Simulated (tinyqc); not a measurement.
IGBT as a p-i-n diode in series with a MOS channel, on-state and switching loss: one step of the calculation.

High injection (n = p) in a drift layer from x = -W/2 (anode) to +W/2 (cathode side), recombination only in the layer with lifetime tau, ideal emitters. The channel feeds the cathode side and carries the whole current. Auger recombination, carrier-carrier scattering, emitter losses and the carrier dip under the p body are left out.

Problem. On-state voltage. n(x) = (tau J/(2 q La))[cosh(x/La)/sinh y - B sinh(x/La)/cosh y]. Vm = Vt [(8 b/(b + 1)^2)(sinh y/s) arctan(s sinh y) + B ln((1 + B tanh^2 y)/(1 - B tanh^2 y))], s = sqrt(1 - B^2 tanh^2 y); Vj = Vt ln(n(-W/2) n(W/2)/ni^2), ni = sqrt(Nc Nv) exp(-Eg/(2 Vt)), Eg in volts; Vc = J Rch; Von = Vm + Vj + Vc.

Values chosen for this exercise; material values close to those of silicon:
- T = 300 K (temperature)
- Eg = 1.14 eV (band gap)
- Nc = 2.76e19 cm^-3 (conduction-band density of states at T)
- Nv = 2.62e19 cm^-3 (valence-band density of states at T)
- tau = 0.78 us (high-injection lifetime)
- J = 250 A/cm^2 (current density)
- Rch = 1.5 mohm cm^2 (channel and accumulation resistance)

Constants: q = 1.602176634e-19 C, kB = 1.380649e-23 J/K, Vt = kB T/q. Results are converted to the units shown.

b = 2.9166667
B = 0.48936170
La = 37.967769 um
y = 0.92183451

Find: Vm; Vj; Vc; Von.

Solution.

Vm = 0.04141 V
Vj = 0.8899 V
Vc = 0.3750 V
Von = 1.306 V

Vm does not depend on J, since the carrier density grows with it. Junctions, layer and channel take 68, 3.2 and 29 % of Von.

Program tinyqc, `OMP_NUM_THREADS=1 python tinyqc.py 2590105 2590106 out.jsonl`; Intel Xeon 2.30GHz, shared host, one thread, about 0.01 s.
